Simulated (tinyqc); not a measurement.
# From Kleinman's parameter back to h

Model: Tersoff bond-order potential. Computed by tinyqc, a small Python program. Command: `OMP_NUM_THREADS=1 python tinyqc.py 3009117 3009118 out.jsonl tersoff inv`. One thread of a shared host (Intel(R) Xeon(R) Processor @ 2.30GHz), about 0.08 s of CPU time with the checks.

E = (1/2) sum_(i, j != i) [A exp(-lambda r_ij) - b_ij B exp(-mu r_ij)], b_ij = (1 + (beta zeta_ij)^n)^(-1/(2n)), zeta_ij = sum_(k != i, j) g(theta_ijk), g = 1 + c^2/d^2 - c^2/(d^2 + (h - cos theta)^2), with theta at atom i. Only nearest neighbours count (cut-off function 1 for them, 0 beyond).

Inputs (values chosen for the exercise, modelled on germanium):
```
quantity,value,unit
A,1772.4,eV
B,420.19,eV
lambda,2.4451,1/angstrom
mu,1.7047,1/angstrom
beta,9.2e-07,-
n,0.7586,-
c,107400,-
d,15.54,-
```

Constants: 1 eV/angstrom^3 = 160.2176634 GPa.

Method:
- zeta = 3 g(cos theta = -1/3).
- With z equal bonds of order b, r = ln(lambda A/(mu b B))/(lambda - mu) and E per atom = -(z/2) b B exp(-mu r)(1 - mu/lambda).
- a0 = 4 r/sqrt3; B0 = phi''(r)/(3 a0) with phi'' = mu (lambda - mu) b B exp(-mu r), since b does not change under uniform scaling.
- Second derivatives of the energy per atom, volume V = a0^3/8: e_xx gives C11; e_xx = -e_yy gives 2 (C11 - C12); e_xy = e_yx = s/2 with a sublattice shift u_z gives C44 = (E_ss - E_su^2/E_uu)/V and Kleinman's parameter |E_su/E_uu|/(a0/4).

Question. A run gave the result below. Find the h, known to lie between -0.76 and -0.37.

Kleinman's parameter = 0.4591648

Answer.

Each step takes the trial c = (a f_b - b f_a)/(f_b - f_a), f being the result less the target; c replaces end b, the old b replaces a if the sign of f changed, and otherwise f_a is halved.

Scan of the range:
```
h,Kleinman's parameter
-0.760,0.772929
-0.695,0.733703
-0.630,0.689061
-0.565,0.636951
-0.500,0.572641
-0.435,0.482612
-0.370,0.303010
```

False position (Illinois rule) inside the bracket:
```
step,end a,end b,trial,Kleinman's parameter
1,-0.435000,-0.370000,-0.426514,0.467151
2,-0.370000,-0.426514,-0.423765,0.461852
3,-0.370000,-0.423765,-0.421976,0.458321
4,-0.423765,-0.421976,-0.422403,0.459171
5,-0.421976,-0.422403,-0.422400,0.459165
6,-0.421976,-0.422400,-0.422400,0.459165
7,-0.422400,-0.422400,-0.422400,0.459165
8,-0.422400,-0.422400,-0.422400,0.459165
9,-0.422400,-0.422400,-0.422400,0.459165
10,-0.422400,-0.422400,-0.422400,0.459165
11,-0.422400,-0.422400,-0.422400,0.459165
12,-0.422400,-0.422400,-0.422400,0.459165
```

Kleinman's parameter falls at every point of a 13-point scan of the range (every second point is shown), so one value fits; it is bracketed by -0.435 and -0.370. Answer: h = -0.4224.
